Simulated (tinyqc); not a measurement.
Ratio and sensitivities against delay: time-domain thermoreflectance: layered heat flow under a modulated pulse train, and what the signal ratio measures. Computed by tinyqc, a small Python program. Command: `OMP_NUM_THREADS=1 python tinyqc.py 3110783 3110784 out.jsonl tdtr walk`. One thread of a shared host (Intel(R) Xeon(R) Processor @ 2.30GHz), about 0.3 s of CPU time with the checks.

Pulses repeat at 80 MHz; heat is laid down at the surface, all layers are isotropic, and the film is in perfect contact with the substrate.

Inputs (values chosen for the exercise, modelled on aluminium on sapphire):

| quantity | value | unit |
|---|---|---|
| metal thickness d | 85 | nm |
| metal conductivity | 140 | W/(m K) |
| metal heat capacity | 2.42 | MJ/(m^3 K) |
| boundary conductance G under the metal | 140 | MW/(m^2 K) |
| film thickness | 180 | nm |
| film conductivity | 2.5 | W/(m K) |
| film heat capacity | 1.7 | MJ/(m^3 K) |
| substrate conductivity kappa | 36.5 | W/(m K) |
| substrate heat capacity C | 3.06 | MJ/(m^3 K) |
| modulation frequency f | 10 | MHz |
| spot radius w (1/e^2, pump and probe) | 4.3 | micrometre |

Stack: metal, film, substrate.

Method:
- For radial wave number k and angular frequency W each layer has u = sqrt(4 pi^2 k^2 + i W C/kappa) and gamma = kappa u. Surface impedance from below: Z = 1/gamma for the substrate; a layer of thickness L maps Z to (Z + tanh(u L)/gamma)/(1 + gamma Z tanh(u L)); a boundary adds 1/G.
- Response per absorbed watt H(W) = 2 pi int_0^(2/w) Z(k, W) exp(-pi^2 k^2 w^2) k dk by 20 Gauss-Legendre points.
- Signal: X + iY = sum_(m = -M..M) H(2 pi (f + m f_r)) exp(i 2 pi m f_r t) exp(-pi (m/M)^2 x 4), f_r = 80 MHz, M = 4000, with H(-W) the complex conjugate of H(W); V_in = X, V_out = Y, ratio = -V_in/V_out.
- Sensitivity S = ln(ratio'/ratio)/ln(1.01) for a rise of one input by 1 %.

Ratio and sensitivities:

| t (ps) | ratio | S to kappa | S to G | S to d | S to C | S to w | S to film conductivity |
|---|---|---|---|---|---|---|---|
| 100 | 2.1641 | 0.018616 | 0.035658 | -0.70897 | 0.020743 | -0.27329 | 0.56419 |
| 200 | 2.0654 | 0.019267 | 0.020120 | -0.69146 | 0.021360 | -0.27048 | 0.55459 |
| 400 | 1.9167 | 0.020338 | 0.004829 | -0.64417 | 0.022373 | -0.26520 | 0.53648 |
| 800 | 1.7017 | 0.022178 | -0.007225 | -0.57683 | 0.024118 | -0.25632 | 0.50815 |
| 1500 | 1.4429 | 0.025123 | -0.012639 | -0.50360 | 0.026932 | -0.24504 | 0.47662 |
| 2500 | 1.1898 | 0.029371 | -0.012298 | -0.44601 | 0.031031 | -0.23558 | 0.45529 |
| 4000 | 0.9275 | 0.036654 | -0.008504 | -0.40983 | 0.038122 | -0.23200 | 0.45371 |

The largest sensitivity in size at 100 ps is to d (-0.71). G is hardly felt. The substrate conductivity is hardly felt at 400 ps.

Extremes, crossings and ranges named in words are read from the listed rows.
